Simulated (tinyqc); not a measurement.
Field-effect mobility of a thin-film transistor with band-tail and deep states (multiple trapping): one step, computed by the program tinyqc. Command: `OMP_NUM_THREADS=1 python tinyqc.py 3020956 3020957 out.jsonl tft walk`. One thread of a shared host (Intel(R) Xeon(R) Processor @ 2.30GHz), about 0.06 s of CPU time with the checks.

A thick film in accumulation at small drain voltage. Only free electrons move; trapped ones still screen the gate. N_c and mu_0 are held fixed when T changes, leaving out the T^(3/2) growth of N_c. x = E_0 - psi is the distance of the Fermi level below the band edge.

Problem. Free and trapped densities. F_j(eta) = int_0^infinity x^j/(1 + exp(x - eta)) dx, without a gamma-function factor. Integrals over x = E/(k_B T) use 160 Gauss-Legendre points in u = sqrt(x) from 0 to sqrt(max(eta, 0) + 32). Free n(x) = N_c (2/sqrt(pi)) F_1/2(-x/k_B T), with F_1/2 from its two-term series in exp(-x/k_B T) for x >= 12 k_B T; tail n_t(x) = int_0^1.2eV g_t exp(-E/E_t)/(1 + exp((x - E)/k_B T)) dE, E counted down from the edge, 120 Gauss-Legendre points; deep charge g_d psi; space charge rho(psi) = n + n_t + g_d psi less its value at psi = 0.

Inputs (values chosen for the exercise, modelled on amorphous silicon):

| quantity | value | unit |
|---|---|---|
| effective density of states N_c | 1.9e+20 | 1/cm^3 |
| tail density at the edge g_t | 1.4e+21 | 1/(eV cm^3) |
| tail width E_t | 39 | meV |
| temperature T | 200 | K |

Deep states: included.

Constants: k_B = 8.617333262e-05 eV/K.

Give: Local densities at x = 0.4, 0.3, 0.2, 0.15, 0.1, 0.05, 0 and -0.05 eV.

Solution.

Local densities at x = 0.4, 0.3, 0.2, 0.15, 0.1, 0.05, 0 and -0.05 eV:

| x (eV) | n (1/cm^3) | n_t (1/cm^3) | n/(n + n_t) |
|---|---|---|---|
| 0.40 | 1.582e+10 | 2.708e+15 | 5.842e-06 |
| 0.30 | 5.237e+12 | 3.517e+16 | 1.489e-04 |
| 0.20 | 1.734e+15 | 4.565e+17 | 3.784e-03 |
| 0.15 | 3.154e+16 | 1.639e+18 | 1.888e-02 |
| 0.10 | 5.733e+17 | 5.804e+18 | 8.990e-02 |
| 0.05 | 1.025e+19 | 1.906e+19 | 3.496e-01 |
| 0.00 | 1.454e+20 | 4.375e+19 | 7.687e-01 |
| -0.05 | 8.182e+20 | 5.371e+19 | 9.384e-01 |

E_t/k_B T = 2.26: deep in the tail n_t follows exp(-x/E_t), more slowly than n, so the free share grows as the Fermi level rises.
